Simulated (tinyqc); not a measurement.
Electron-beam lithography: double-Gaussian proximity function, edge placement and dose correction for parallel lines: one step, computed by the program tinyqc. Command: `OMP_NUM_THREADS=1 python tinyqc.py 3113630 3113631 out.jsonl proximity walk`. One thread of a shared host (Intel(R) Xeon(R) Processor @ 2.30GHz), about 0.01 s of CPU time with the checks.

Lines are infinitely long. Absorbed energy is counted so that the middle of a very large area written at dose 1 receives 1; the resist develops where it exceeds 1/2.

Task: Dose correction. Uncorrected edge energies are M 1. Solve M d = 1/2 for the doses d that put the mean edge energy of every line at the threshold.

M:
```
           1          2          3          4          5
1  0.3882529  0.0253526  0.0009604  0.0004234  0.0037323
2  0.0294242  0.3748530  0.0053611  0.0025435  0.0746304
3  0.0160480  0.0846426  0.2948356  0.0028001  0.1025754
4  0.0146013  0.0832879  0.0058120  0.2917695  0.1071739
5  0.0029149  0.0410193  0.0035120  0.0017551  0.4336296
```

Give: edge energies at dose 1; corrected doses; largest over smallest dose.

Result:

edge energies at dose 1: 1 0.4187, 2 0.4868, 3 0.5009, 4 0.5026, 5 0.4828

corrected doses: 1 1.208, 2 1.012, 3 0.969, 4 0.964, 5 1.037

largest over smallest dose = 1.254
